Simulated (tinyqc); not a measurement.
# Nucleation and growth of vacancy voids in a cooling silicon-like crystal, step by step

A worked calculation. Computed by tinyqc, a small Python program that keeps every step. Command: `OMP_NUM_THREADS=1 python tinyqc.py 3015294 3015295 out.jsonl voids walk`. One thread of a shared host (Intel(R) Xeon(R) Processor @ 2.30GHz), about 0.3 s of CPU time with the checks. Intermediate numbers are printed to about 6 digits and carried at full precision; extremes and crossings named in words are read from the listed rows.

Spherical voids; vacancies are lost only to voids.

Inputs (values chosen for the exercise, close to those used for silicon): vacancy density at the melting point C_m = 5.3e+14 1/cm^3; formation energy E_f = 4.02 eV; melting point T_m = 1685 K; diffusion prefactor D0 = 0.00041 cm^2/s; migration energy E_m = 0.49 eV; site density rho = 5e+22 1/cm^3; void surface energy gamma = 0.827 J/m^2; cooling rate q = 10 K/min; ratio (V/G)/xi_c = 2.43; limit of the excess at high V/G = 1.8e+14 1/cm^3; temperature of the worked step T = 1365 K; temperature step = 0.25 K.

Vacancy supply: from V/G.

Constants: k_B = 8.617333262e-05 eV/K; k_B = 1.380649e-23 J/K; e = 1.602176634e-19 C.

## Vacancy excess

C = C_x (u - 1)/(u + 0.2) with u = (V/G)/xi_c, a form chosen for the exercise.

initial excess C = 9.78707e+13 1/cm^3

## Nucleation rate at T with the initial excess

C_e = C_m exp[-(E_f/k_B)(1/T - 1/T_m)]; D = D0 exp(-E_m/(k_B T)); f = k_B T ln(C/C_e); r* = 2 gamma/(rho f); W* = 16 pi gamma^3/(3 rho^2 f^2); Z = f/sqrt(12 pi W* k_B T); I = rho Z (4 pi r* D C) exp(-W*/(k_B T)).

C_e = 8.04520e+11 1/cm^3

D = 6.36257e-06 cm^2/s

driving force f = 0.564744 eV

critical radius r* = 0.365598 nm

W*/(k_B T) = 24.5689

rate I = 4.82309e+13 1/(cm^3 s)

Cooling by 10 K multiplies I by 6.8: nucleation switches on within a narrow range of temperature. Caution: at such a rate voids would have used up the initial excess before the crystal cooled to this T.

## Cooling through the nucleation range

March down from 1500 K in steps dT, dt = dT/q, with values at the upper end of each step: a class of I dt voids is born with r*; then all classes grow by r^2 += 2 D (C - C_e) dt/rho; C falls by the vacancies added to voids. Stop at 1150 K. T_n is the T of the largest I, N the final count (classes under 1e-6 /cm^3 are dropped), and the mean radius the number average.

Rows around the peak of I:
```
T (K)     C (1/cm^3)  C_e (1/cm^3)  I (1/(cm^3 s))  voids (1/cm^3)  mean radius (nm)
1446.75  9.78707e+13   5.54909e+12     1.46481e-01     9.89064e-01            4.5373
1436.75  9.78707e+13   4.43357e+12     1.72725e+02     1.44840e+03            4.8899
1426.75  9.78407e+13   3.53118e+12     5.76331e+04     5.92471e+05            5.2504
1421.75  9.74201e+13   3.14761e+12     6.47486e+05     7.75972e+06            5.4944
1418.75  9.59429e+13   2.93663e+12     1.82966e+06     2.83218e+07            5.8328
1416.75  9.33891e+13   2.80343e+12     2.36597e+06     5.39644e+07            6.3196
1414.75  8.88711e+13   2.67592e+12     1.74634e+06     8.02140e+07            7.1679
1412.75  8.24872e+13   2.55388e+12     6.85211e+05     9.53376e+07            8.3679
1410.75  7.49849e+13   2.43708e+12     1.51639e+05     1.00177e+08            9.6836
1407.75  6.32464e+13   2.27125e+12     6.38940e+03     1.01180e+08           11.3762
1404.75  5.21941e+13   2.11607e+12     9.98130e+01     1.01214e+08           12.6191
```

temperature of peak nucleation T_n = 1416.75 K

void density N = 1.01214e+08 1/cm^3

mean radius = 16.5165 nm

vacancies left at 1150 K = 4.70043e+09 1/cm^3

I rises as supersaturation builds and collapses once the first voids have drawn C down by 5 % at the peak. Nearly all the excess then goes into these voids: [3 C/(4 pi rho N)]^(1/3) = 16.7 nm.

## Cooling rate

The formulas are those given above.

At fixed C:
```
q (K/min)  T_n (K)   N (1/cm^3)  mean radius (nm)
1.0        1428.00  3.41263e+06           51.2139
2.5        1423.75  1.31607e+07           32.6378
5.0        1420.25  3.65130e+07           23.2150
10.0       1416.75  1.01214e+08           16.5165
20.0       1413.00  2.80170e+08           11.7557
40.0       1408.75  7.73713e+08            8.3735
100.0      1403.00  2.94441e+09            5.3587
```

Over the rows N goes as q^1.47 and the radius as q^-0.49, near the 3/2 and -1/2 of the scaling argument (depletion time 1/(4 pi N r D) equal to the time in the nucleation range, at fixed N r^3). T_n drops only 25 K for a factor 100 in q. Fast cooling gives many small voids, which an anneal can dissolve.

## Vacancy excess varied

The formulas are those given above.

At fixed q:
```
C (1/cm^3)  T_n (K)   N (1/cm^3)  mean radius (nm)
3.90e+13    1367.25  2.03353e+08            9.6206
5.90e+13    1389.00  1.48620e+08           12.2676
9.80e+13    1416.75  1.01113e+08           16.5293
1.60e+14    1444.50  6.96733e+07           22.0488
2.40e+14    1467.75  5.12019e+07           27.9816
```

More vacancies nucleate earlier (T_n rises by 100 K) and give fewer, larger voids: N goes as C^-0.76 and the radius as C^0.59, steeper than the -1/2 and +1/2 of the scaling argument at fixed D, because D rises with T_n.

Checks made by the program: Z against the curvature of W(n) (relative difference below 1e-10); N against a run with half the step (relative difference 2e-03).
